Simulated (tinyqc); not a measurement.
What moves the results: shallow acceptor in the spherical four-band model. A value that a table varies takes the place of the one given here.

The ground state 1S3/2 has an L = 0 part f(r) and an L = 2 part g(r). In units of Ry* and a*, with Gaussians f_i = exp(-a_i r^2), g_i = r^2 exp(-a_i r^2), A = a_i + a_j and I(n) = Gamma((n + 1)/2)/(2 A^((n + 1)/2)): S_ff = I(2), S_gg = I(6), H_ff = (6 a_i a_j/A) I(2) - 2 I(1), H_gg = (14 a_i a_j/A) I(6) - 2 I(5), H_fg = -mu [15 I(2) - 20 a_j I(4) + 4 a_j^2 I(6)]; each function is then normalised. The split-off band is left out.

Converged values use 22 exponents 2.2^i, i = -7 to 14, for f and for g.

Units Ry* = Ry/(g1 eps^2) and a* = a0 eps g1; mu = (6 g3 + 4 g2)/(5 g1) is the spherical heavy-light coupling and delta = (g3 - g2)/g1 the cubic term, which is left out.

Constants: Ry = 13.60569312 eV; a0 (Bohr radius) = 0.5291772105 angstrom.

Inputs chosen for the exercise (near those of a shallow acceptor in InP; not measured data):
- mus = (0.15, 0.37, 0.52, 0.65, 0.73, 0.83, 0.91) (couplings)
- rc = 1.2 angstrom (radius of the central cell)
- Vs = (2, 0, -0.5, -1.5, -2.5, -3.5) eV (central-cell strengths)
- g1 = 5.15 (Luttinger gamma1)
- g2 = 1.62 (gamma2)
- g3 = 2.08 (gamma3)
- eps = 12.6 (dielectric constant)

## Strength of the heavy-light coupling

Ry* = 16.6407 meV

Converged values in Ry* and a*; the heavy-mass hydrogen model gives 1/(1 - mu).

Results:
```
mu    binding (Ry*)  1/(1 - mu)  ratio  L = 2 weight  <r> (a*)  binding (meV)
0.15          1.021       1.176  0.868         0.010     1.474           17.0
0.37          1.142       1.587  0.720         0.059     1.340           19.0
0.52          1.332       2.083  0.639         0.119     1.174           22.2
0.65          1.653       2.857  0.579         0.190     0.970           27.5
0.73          2.017       3.704  0.545         0.244     0.811           33.6
0.83          2.966       5.882  0.504         0.324     0.568           49.3
0.91          5.255      11.111  0.473         0.398     0.331           87.4
```

What does this show, and why?

The binding starts as 1 + O(mu^2), 1.021 at mu = 0.15, since the coupling enters in second order, and reaches 5.25 at mu = 0.91. The ratio to the heavy-mass model falls from 0.87 to 0.47, towards about 0.44 as mu goes to 1: the bound hole is only partly heavy. The L = 2 weight grows to 0.40 and the radius shrinks by a factor 4.5.

## Central-cell correction

mu = 0.73631
a* = 34.338 angstrom

A short-range term V exp(-r^2/rc^2) is added (negative: attracts the hole); its elements are V S (A/(A + 1/rc^2))^(3/2) for f and ^(7/2) for g, in the same units.

Results:
```
V (eV)  1S binding (meV)  2S binding (meV)  <r> (angstrom)  L = 2 weight
2.0                 33.1              9.94            28.3         0.247
0.0                 34.2             10.09            27.4         0.249
-0.5                34.5             10.13            27.1         0.249
-1.5                35.3             10.23            26.5         0.250
-2.5                36.3             10.35            25.8         0.251
-3.5                37.4             10.49            25.1         0.252
```

What can be read from the table?

From V = 0 to -3.5 eV the 1S binding grows by 3.2 meV (9 %) and the 2S binding by 0.40 meV, so the chemical shift sits mainly in the ground state. A repulsion of 2 eV removes 1.1 meV. The slope is 1.16 meV per eV over the last step against 0.57 on the repulsive side, since attraction pulls the state into the cell; over this range the level stays shallow.

## What each parameter does

Converged values. Each row changes one parameter from the base and keeps the others.

Results:
```
case           mu  Ry* (meV)  binding (meV)  <r> (angstrom)
base        0.736      16.64          34.20            27.4
g1 = 5.56   0.682      15.41          27.38            33.7
g2 = 1.38   0.699      16.64          30.82            30.1
g3 = 1.91   0.697      16.64          30.64            30.2
eps = 11.6  0.736      19.63          40.35            25.2
```

What does this show?

The largest shifts from the base row, up to three for each result and ties (the steps differ in size, so this ranks the rows, not the parameters). mu: g1 -0.054, g3 -0.040, g2 -0.037; unchanged at the printed digits by eps. Ry* (meV): eps +2.99, g1 -1.23; unchanged at the printed digits by g2 and g3. binding (meV): g1 -6.82, eps +6.15, g3 -3.56. <r> (angstrom): g1 +6.3, g3 +2.9, g2 +2.7. g1 acts twice: it lowers Ry* and it lowers mu.

(tinyqc, `OMP_NUM_THREADS=1 python tinyqc.py 1282354 1282355 out.jsonl`, Intel(R) Xeon(R) Processor @ 2.30GHz, 1 thread, shared host, about 0.05 s.)
